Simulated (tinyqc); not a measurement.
Debye-Callaway model of lattice thermal conductivity: one step, computed by the program tinyqc.

Three acoustic branches with one velocity v, cut at omega_D = k_B Theta/hbar; x = hbar omega/(k_B T). v and Theta are separate inputs: Theta cuts off the heat-carrying modes, so C need not reach 3 k_B/V. gamma is an effective value that sets the umklapp rate.

Task: The integrand on a coarse grid. Rates: point defects A omega^4; umklapp B omega^2 T exp(-Theta/(b T)) with B = hbar gamma^2/(M v^2 Theta); normal processes f_N B omega^2 T (T/Theta)^2. Boundaries: v/L. x runs in ten equal steps to min(Theta/T, 12); g = x^4 e^x/(e^x - 1)^2; tau_C is the inverse of all rates summed; the last column is c tau_C g with c = (k_B/(2 pi^2 v)) (k_B T/hbar)^3.

Inputs (values chosen for the exercise, modelled on gallium nitride):

| quantity | value | unit |
|---|---|---|
| sound velocity v | 5100 | m/s |
| Debye temperature Theta | 652 | K |
| mean atomic mass M | 41.9 | u |
| effective Grueneisen parameter gamma | 1.71 | - |
| umklapp exponent divisor b | 3 | - |
| Casimir length L | 85 | micrometre |
| normal-process factor f_N | 2.2 | - |
| temperature T | 600 | K |

Sample: crystal. Point defects: isotopes. Normal processes: included.

Rayleigh coefficient A = 1.641329e-45 s^3

Constants: k_B = 1.380649e-23 J/K; hbar = 1.054571817e-34 J s; u = 1.6605390666e-27 kg.

Give: Integrand.

Result:

Integrand:

| x | g | tau_C (s) | c tau_C g (W/(m K)) |
|---|---|---|---|
| 0.109 | 0.012 | 3.412e-11 | 26.76 |
| 0.217 | 0.047 | 8.535e-12 | 26.69 |
| 0.326 | 0.105 | 3.789e-12 | 26.53 |
| 0.435 | 0.186 | 2.127e-12 | 26.30 |
| 0.543 | 0.288 | 1.358e-12 | 26.00 |
| 0.652 | 0.410 | 9.398e-13 | 25.64 |
| 0.761 | 0.552 | 6.879e-13 | 25.22 |
| 0.869 | 0.710 | 5.243e-13 | 24.74 |
| 0.978 | 0.884 | 4.123e-13 | 24.22 |
| 1.087 | 1.071 | 3.321e-13 | 23.65 |

The integrand is largest at the lowest frequency shown, whose long lifetime outweighs its small heat capacity.
